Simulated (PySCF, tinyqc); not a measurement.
Worked calculation (part 2 of 2): RKS/PBE0 in the sto-3g basis, for BeH+, spin multiplicity 1. The lowest restricted solution is unstable here: a spin-polarised one lies 0.0104 hartree lower (PySCF). Computed by tinyqc, a small Python program that keeps every step (integrals from PySCF). Command: `OMP_NUM_THREADS=1 python tinyqc.py 20902 20903 out.jsonl` (the two numbers bound the seeds that draw the settings). One thread of a shared host (Intel(R) Xeon(R) Processor @ 2.60GHz), about 0.5 s of CPU time with the checks.

Geometry (angstrom):
```
atom         x         y         z
Be    0.000000  0.000000  0.000000
H     0.000000  0.000000  2.271000
```

## Convergence

Stop when the energy changes by less than 1e-08 hartree and every element of the error matrix X^T (F D S - S D F) X is below 3e-05.

Course of the cycle:
```
iteration   E (hartree)     change  largest element of the error matrix
1          -14.37436445          -                             1.84e-01
2          -14.50877349  -1.34e-01                             9.04e-02
3          -14.55099730  -4.22e-02                             8.76e-02
4          -14.58553682  -3.45e-02                             6.80e-02
5          -14.60247538  -1.69e-02                             6.03e-02
6          -14.61133566  -8.86e-03                             5.35e-02
7          -14.61599747  -4.66e-03                             4.77e-02
8          -14.61957399  -3.58e-03                             2.47e-02
9          -14.62108309  -1.51e-03                             1.33e-02
10         -14.62178516  -7.02e-04                             6.47e-03
11         -14.62211268  -3.28e-04                             3.25e-03
12         -14.62227152  -1.59e-04                             1.63e-03
13         -14.62234970  -7.82e-05                             8.15e-04
14         -14.62238848  -3.88e-05                             4.08e-04
15         -14.62240780  -1.93e-05                             2.04e-04
16         -14.62241743  -9.64e-06                             1.02e-04
17         -14.62242225  -4.81e-06                             5.10e-05
18         -14.62242465  -2.41e-06                             2.55e-05
19         -14.62242585  -1.20e-06                             1.27e-05
20         -14.62242645  -6.01e-07                             6.37e-06
21         -14.62242676  -3.01e-07                             3.19e-06
22         -14.62242691  -1.50e-07                             1.59e-06
23         -14.62242698  -7.51e-08                             7.96e-07
24         -14.62242702  -3.76e-08                             3.98e-07
25         -14.62242704  -1.88e-08                             1.99e-07
26         -14.62242705  -9.39e-09                             9.95e-08
```

PySCF RKS in the same basis, fine grid = -14.62427039 hartree

Converged in 26 iterations. The coarse grid moves the energy by +1.84e-03 hartree.

## Populations, bond orders and dipole

D after iteration 26, lower triangle:
```
            1Be 1s    1Be 2s   1Be 2px   1Be 2py   1Be 2pz     2H 1s
1Be 1s    2.061795
1Be 2s   -0.265850  1.125081
1Be 2px   0.000000  0.000000  0.000000
1Be 2py   0.000000  0.000000  0.000000  0.000000
1Be 2pz  -0.077168  0.250858  0.000000  0.000000  0.056093
2H 1s    -0.241883  0.788151  0.000000  0.000000  0.176231  0.553670
```

overlap S, lower triangle:
```
           1Be 1s    1Be 2s   1Be 2px   1Be 2py   1Be 2pz     2H 1s
1Be 1s   1.000000
1Be 2s   0.259517  1.000000
1Be 2px  0.000000  0.000000  1.000000
1Be 2py  0.000000  0.000000  0.000000  1.000000
1Be 2pz  0.000000  0.000000  0.000000  0.000000  1.000000
2H 1s    0.008258  0.166610  0.000000  0.000000  0.234673  1.000000
```

Mulliken: Z minus the diagonal of D S on the atom; Loewdin: the same with S^(1/2) D S^(1/2); Mayer order: 2 sum_s sum (D(s) S)_ij (D(s) S)_ji over the two atoms.

Charges (e):
```
atom  Mulliken   Loewdin
1Be   0.724343  0.730010
2H    0.275657  0.269990
```

Mayer bond orders:
```
pair     order
2-1   0.924013
```

dipole moment about the origin, x y z (debye): 0.000000  0.000000  0.734871
